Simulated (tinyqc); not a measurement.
Resistance of a source-drain extension with a graded tip: one step of the calculation.

y runs along the channel, the gate covers y > 0. The doping is N0 for y < y0 and N0 10^(-(y - y0)/la) beyond, uniform over the depth xj. Sheet conductance s(y) = q mu(N) max(N - Nch, 0) xj + (for y > 0) ma Cox Vo, with mu(N) = u0 + (u1 - u0)/(1 + (N/Nr)^au) and Cox = eps0 eox/tox. Current is taken as one-dimensional; depletion of the tip, spreading and the contact are left out. The metallurgical junction lies at yj, where N = Nch.

Problem. Resistance of the overlapped part. Midpoint rule on 11 equal steps from 0 to yj: R_ov = sum h/s(y), per width.

Inputs (values chosen for the exercise); mobility law close to that of electrons in silicon:
- eox = 3.9 (relative permittivity of the gate insulator (close to silicon dioxide))
- tox = 2 nm (insulator thickness)
- N0 = 7.2e19 cm^-3 (active doping of the extension far from the gate)
- la = 2.7 nm/decade (lateral abruptness)
- y0 = 3.6 nm (position under the gate where the fall begins (gate edge at 0))
- xj = 13 nm (depth of the extension)
- Nch = 2e18 cm^-3 (channel doping)
- Vo = 0.88 V (gate overdrive)
- ma = 250 cm^2/(V s) (mobility of the gate-induced layer)
- u1 = 1414 cm^2/(V s) (mobility at low doping)
- u0 = 68.5 cm^2/(V s) (mobility at high doping)
- Nr = 9.2e16 cm^-3 (reference doping)
- au = 0.711 (exponent)

Constants: q = 1.602176634e-19 C, eps0 = 8.8541878128e-14 F/cm where lengths are in cm. Results are converted to the units shown.

Wanted: y; N; doped conductance; sheet resistance; R_ov.

Solution.

```
point   y (nm)  N (cm^-3)  doped conductance (uS)  sheet resistance (ohm/square)
0      0.35464  7.2000e19                  1169.1                         645.58
1       1.0639  7.2000e19                  1169.1                         645.58
2       1.7732  7.2000e19                  1169.1                         645.58
3       2.4825  7.2000e19                  1169.1                         645.58
4       3.1917  7.2000e19                  1169.1                         645.58
5       3.9010  5.5699e19                  922.79                         767.68
6       4.6103  3.0420e19                  532.22                         1096.4
7       5.3196  1.6613e19                  307.84                         1454.2
8       6.0288  9.0733e18                  173.89                         1805.9
9       6.7381  4.9553e18                  88.127                         2136.9
10      7.4474  2.7063e18                  26.476                         2461.1
```

R_ov = 9.1852 ohm um

Numbers from tinyqc (`OMP_NUM_THREADS=1 python tinyqc.py 2282097 2282098 out.jsonl`; about 0.03 s on one thread of a shared Intel Xeon 2.30GHz).
